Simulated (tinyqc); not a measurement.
Kissinger analysis: growth of a silicide layer between metal and silicon: linear-parabolic kinetics, ramp anneals and Kissinger analysis. Computed by tinyqc, a small Python program. Command: `OMP_NUM_THREADS=1 python tinyqc.py 3027517 3027518 out.jsonl silicide walk`. One thread of a shared host (Intel(R) Xeon(R) Processor @ 2.30GHz), about 0.1 s of CPU time with the checks.

One compound layer of thickness x grows by diffusion through itself and reaction at an interface, dx/dt = 1/(2x/K + 1/v), until the metal is used up at x = a h.

Inputs (values chosen for the exercise, modelled on NiSi): metal thickness h = 12 nm; silicide formed per metal thickness a = 2.2; prefactor of the parabolic constant K = 3.1e+14 nm^2/s; activation energy E of K = 1.72 eV; prefactor of the interface velocity v = 6e+14 nm/s; activation energy E_v = 1.89 eV.

Constants: k_B = 8.617333262e-05 eV/K.

Method:
- The silicide ends at the thickness a h.
- K = K0 exp(-E/(k_B T)), v = v0 exp(-E_v/(k_B T)).
- Temperatures in kelvin are T(C) + 273.15.
- Ramp from x = 0 at 100 C at the rate beta: dx/dT = (1/beta)/(2x/K + 1/v), integrated adaptively (tolerance 1e-9) until x = a h at T_f.
- Plot ln(beta/T_f^2) against 1/(k_B T_f), T_f in kelvin; minus the least-squares slope estimates the activation energy.

final thickness = 26.4 nm

Ramps:
```
beta (C/s)  T_f (C)  1/(k_B T_f) (1/eV)  ln(beta/T_f^2)
0.03         336.42              19.037         -16.332
0.1          357.62              18.397         -15.196
0.3          378.29              17.814         -14.162
1            402.56              17.174         -13.032
3            426.33              16.590         -12.002
10           454.37              15.951         -10.877
30           481.97              15.368          -9.853
```

Kissinger energy = 1.7658 eV

A thousandfold faster ramp raises the completion temperature by only 146 C. The fit gives 1.766 eV, against E = 1.72 eV for diffusion and E_v = 1.89 eV for the interface: it lies 27 % of the way from E to E_v, as both steps resist. Caution: nucleation and competing phases are left out; disilicides such as CoSi2 and the low-resistance form of TiSi2 start by nucleation and follow this law at best in part.

Extremes, crossings and ranges named in words are read from the listed rows.
